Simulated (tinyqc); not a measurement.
Changing the exponent n of the profile: thermal and gravitational stress in a wafer during furnace and rapid thermal processing, and the onset of slip. Computed by tinyqc, a small Python program. Command: `OMP_NUM_THREADS=1 python tinyqc.py 3006547 3006548 out.jsonl slip sweep`. One thread of a shared host (Intel(R) Xeon(R) Processor @ 2.30GHz), about 0.01 s of CPU time with the checks.

A thin free disc in plane stress, isotropic; T(r) = T_centre + dT (r/R)^n. Stress is positive in tension; sigma_SB = 5.670374419e-8 W/(m^2 K^4), g = 9.80665 m/s^2.

Inputs (values chosen for the exercise, modelled on silicon): Young's modulus E = 151 GPa; expansion alpha = 4.14 1e-6/K; edge less centre temperature dT = 12 K; temperature T = 1200 K; prefactor A of the critical stress = 0.00045 MPa; energy U of the critical stress = 1.08 eV.

Temperature profile: edge zone, power law.

Constants: k_B = 8.617333262e-05 eV/K.

Method. With x = r/R: s_rr = alpha E dT (1 - x^n)/(n + 2), s_tt = alpha E dT [1 - (n + 1) x^n]/(n + 2). Critical resolved stress tau_c = A exp(U/(k_B T)), a form chosen for the exercise; slip when 0.492799 |s_tt(R)| > tau_c; allowed |dT| = tau_c (n + 2)/(0.492799 n alpha E).

One run for each value:
```
exponent n of the profile  hoop stress at the edge (MPa)  allowed |dT| (K)  r/R where s_tt = 0
2                                              -3.750840            100.32             0.57735
3                                              -4.501008             83.60             0.62996
6                                              -5.626260             66.88             0.72302
10                                             -6.251400             60.19             0.78679
16                                             -6.668160             56.43             0.83772
30                                             -7.032825             53.50             0.89184
```

Give the missing row, exponent n of the profile = 4.

Computed row:
```
exponent n of the profile  hoop stress at the edge (MPa)  allowed |dT| (K)  r/R where s_tt = 0
4                                              -5.001120             75.24             0.66874
```

Interpolating between the two neighbouring rows (the first column on a logarithmic scale, the others too where they are positive) misses most in allowed |dT| (K), by 1.3 %. Over the rows, hoop stress at the edge (MPa) falls from -3.75 to -7.03 (exponent d ln y / d ln x 0.45 between the first rows and 0.085 between the last); allowed |dT| (K) falls from 100 to 53.5 (exponent d ln y / d ln x -0.45 between the first rows and -0.085 between the last); r/R where s_tt = 0 rises from 0.577 to 0.892 (exponent d ln y / d ln x 0.22 between the first rows and 0.100 between the last). The edge stress is alpha E dT n/(n + 2): half of alpha E dT for a parabola, all of it for a narrow rim, which the rest of the wafer holds fully.
